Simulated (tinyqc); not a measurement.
Worked calculation: LDA (PW92) atom on a uniform radial grid, spin-unpolarised, for O. Computed by tinyqc, a small Python program that keeps every step. Settings: Z = 8, points = 64, R = 8.8, functional = lda,pw, mixing = 0.6, iteration cap = 65. Command: `OMP_NUM_THREADS=1 python tinyqc.py 21709 21710 out.jsonl` (the two numbers bound the seeds that draw the settings). One thread of a shared host (Intel(R) Xeon(R) Processor @ 2.60GHz), about 0.06 s of CPU time with the checks. Later iterations appear only in the table of the cycle.

## Iteration 1

Spherical atom on a uniform radial grid r_j = j h with h = R/(N + 1), h sum u^2 = 1 and integrals as h times sums, u(0) = u(R) = 0 (atomic units):
```
parameter           value
Z                       8
points N               64
R                8.800000
h                0.135385
mixing           0.600000
electrons in 1s         2
electrons in 2s         2
electrons in 2p         4
```

Three-point differences turn -u''/2 + [l(l+1)/2r^2 - Z/r + V] u = e u into a tridiagonal matrix (diagonal 1/h^2 + potential, off-diagonal -1/2h^2). D = sum f u^2; the Hartree potential y/r solves y'' = -D/r with y(0) = 0, y(R) = N_e; v_xc comes from rho = D/(4 pi r^2); E = sum f e - int D V + int D (V_H/2 + eps_xc); V(new) = V + mixing (V_H + v_xc - V).

eigenvalues (hartree): 1s -25.86769, 2s -7.48637, 2p -8.22987

Every 4th grid point:
```
r           V in     u(1s)      u(2s)     u(2p)         D       V_H       v_xc
0.54154  0.00000   0.47202   -1.05261   1.24305   8.84230  12.70075   -1.40546
1.08308  0.00000   0.02208   -0.82308   0.52829   2.47223   7.31509   -0.60768
1.62462  0.00000   0.00077   -0.26083   0.13022   0.20390   4.92223   -0.22107
2.16615  0.00000  2.41e-05   -0.06148   0.02567   0.01020   3.69313   -0.07598
2.70769  0.00000  7.06e-07   -0.01246   0.00448   0.00039   2.95454   -0.02483
3.24923  0.00000  1.98e-08   -0.00230   0.00072  1.27e-05   2.46212   -0.00767
3.79077  0.00000  5.40e-10   -0.00040   0.00011  3.69e-07   2.11039   -0.00226
4.33231  0.00000  1.44e-11   -0.00007  1.63e-05  9.89e-09   1.84659   -0.00064
4.87385  0.00000         0  -1.07e-05  2.32e-06  2.49e-10   1.64141   -0.00018
5.41538  0.00000         0  -1.67e-06  3.24e-07         0   1.47727  -4.80e-05
5.95692  0.00000         0  -2.56e-07  4.43e-08         0   1.34298    0.00000
6.49846  0.00000         0  -3.85e-08  5.97e-09         0   1.23106    0.00000
7.04000  0.00000         0  -5.70e-09  7.93e-10         0   1.13636    0.00000
7.58154  0.00000         0  -8.35e-10  1.04e-10         0   1.05519    0.00000
8.12308  0.00000         0  -1.20e-10  1.35e-11         0   0.98485    0.00000
8.66462  0.00000         0  -1.08e-11         0         0   0.92330    0.00000
```

total energy = -53.7805711 hartree

## Iteration 2

As before.

eigenvalues (hartree): 1s -15.65634, 2s -2.33695, 2p -2.13213

Every 4th grid point:
```
r           V in     u(1s)      u(2s)     u(2p)         D       V_H       v_xc
0.54154  6.77717   0.57430   -0.62386   0.92546   4.86396  10.54434   -1.16205
1.08308  4.02445   0.04519   -0.95054   0.83513   4.60093   6.88097   -0.73763
1.62462  2.82070   0.00294   -0.60663   0.49165   1.70289   4.86199   -0.42148
2.16615  2.17029   0.00018   -0.30169   0.24362   0.41945   3.68568   -0.23101
2.70769  1.75783  1.03e-05   -0.13319   0.11009   0.08396   2.95366   -0.12478
3.24923  1.47267  5.89e-07   -0.05485   0.04699   0.01485   2.46202   -0.06672
3.79077  1.26488  3.30e-08   -0.02158   0.01928   0.00242   2.11038   -0.03523
4.33231  1.10757  1.83e-09   -0.00822   0.00769   0.00037   1.84659   -0.01833
4.87385  0.98474  1.01e-10   -0.00306   0.00300   0.00005   1.64141   -0.00940
5.41538  0.88633         0   -0.00111   0.00115  7.77e-06   1.47727   -0.00476
5.95692  0.80579         0   -0.00040   0.00043  1.08e-06   1.34298   -0.00238
6.49846  0.73864         0   -0.00014   0.00016  1.46e-07   1.23106   -0.00118
7.04000  0.68182         0  -4.97e-05   0.00006  1.93e-08   1.13636   -0.00058
7.58154  0.63312         0  -1.72e-05  2.18e-05  2.48e-09   1.05519   -0.00028
8.12308  0.59091         0  -5.56e-06  7.36e-06  2.79e-10   0.98485   -0.00013
8.66462  0.55398         0  -8.49e-07  1.15e-06         0   0.92330  -3.66e-05
```

total energy = -62.1885629 hartree

## Iteration 3

As before.

eigenvalues (hartree): 1s -13.78772, 2s -1.10665, 2p -0.82467

Every 4th grid point:
```
r           V in     u(1s)      u(2s)    u(2p)         D      V_H      v_xc
0.54154  8.34025   0.58583   -0.52616  0.79146   3.74569  9.73463  -1.06970
1.08308  5.29579   0.04870   -0.89731  0.81417   4.26659  6.54237  -0.72042
1.62462  3.79258   0.00343   -0.67598  0.59146   2.31321  4.76014  -0.46313
2.16615  2.94092   0.00023   -0.41456  0.38062   0.92319  3.65951  -0.29328
2.70769  2.40046  1.50e-05   -0.23172  0.23011   0.31919  2.94740  -0.18606
3.24923  2.02625  9.70e-07   -0.12302  0.13400   0.10209  2.46056  -0.11864
3.79077  1.75104  6.20e-08   -0.06324  0.07614   0.03119  2.11004  -0.07596
4.33231  1.53998  3.94e-09   -0.03182  0.04253   0.00926  1.84651  -0.04873
4.87385  1.37310  2.50e-10   -0.01576  0.02346   0.00270  1.64140  -0.03127
5.41538  1.23804  1.57e-11   -0.00772  0.01281   0.00078  1.47727  -0.02004
5.95692  1.12667         0   -0.00375  0.00694   0.00022  1.34297  -0.01282
6.49846  1.03338         0   -0.00180  0.00373   0.00006  1.23106  -0.00817
7.04000  0.95420         0   -0.00086  0.00197  1.70e-05  1.13636  -0.00516
7.58154  0.88619         0   -0.00040  0.00101  4.37e-06  1.05519  -0.00320
8.12308  0.82719         0   -0.00017  0.00045  8.70e-07  0.98485  -0.00182
8.66462  0.77555         0  -2.89e-05  0.00008  2.84e-08  0.92330  -0.00057
```

total energy = -62.6009594 hartree

## Convergence

Stop when input and output potentials agree to 1e-7.

Course of the cycle (hartree):
```
iteration            E      e(1s)     e(2s)     e(2p)  largest |V(out) - V(in)|
1          -53.7805711  -25.86769  -7.48637  -8.22987                  1.93e+01
2          -62.1885629  -15.65634  -2.33695  -2.13213                  3.40e+00
3          -62.6009594  -13.78772  -1.10665  -0.82467                  5.36e-01
4          -62.6115322  -13.65990  -0.82644  -0.56199                  2.13e-01
5          -62.6130469  -13.57331  -0.71182  -0.45193                  7.48e-02
6          -62.6132550  -13.54757  -0.67237  -0.41488                  2.89e-02
7          -62.6132833  -13.53419  -0.65677  -0.39997                  1.05e-02
8          -62.6132872  -13.52965  -0.65124  -0.39474                  4.04e-03
9          -62.6132877  -13.52752  -0.64907  -0.39267                  1.49e-03
10         -62.6132878  -13.52677  -0.64828  -0.39192                  6.29e-04
11         -62.6132878  -13.52644  -0.64798  -0.39163                  2.28e-04
12         -62.6132878  -13.52633  -0.64787  -0.39152                  9.50e-05
13         -62.6132878  -13.52628  -0.64782  -0.39148                  3.47e-05
14         -62.6132878  -13.52626  -0.64781  -0.39147                  1.41e-05
15         -62.6132878  -13.52625  -0.64780  -0.39146                  5.18e-06
16         -62.6132878  -13.52625  -0.64780  -0.39146                  2.05e-06
17         -62.6132878  -13.52625  -0.64780  -0.39146                  7.58e-07
18         -62.6132878  -13.52625  -0.64780  -0.39146                  2.96e-07
19         -62.6132878  -13.52625  -0.64780  -0.39146                  1.10e-07
20         -62.6132878  -13.52625  -0.64780  -0.39146                  4.23e-08
```

Converged in 20 iterations. A uniform grid resolves the cusp poorly: for a bare nucleus this grid gives 1s at -25.86769 against -Z^2/2 = -32 hartree. Before convergence this energy mixes input and output and is not variational, so it may rise towards its limit.
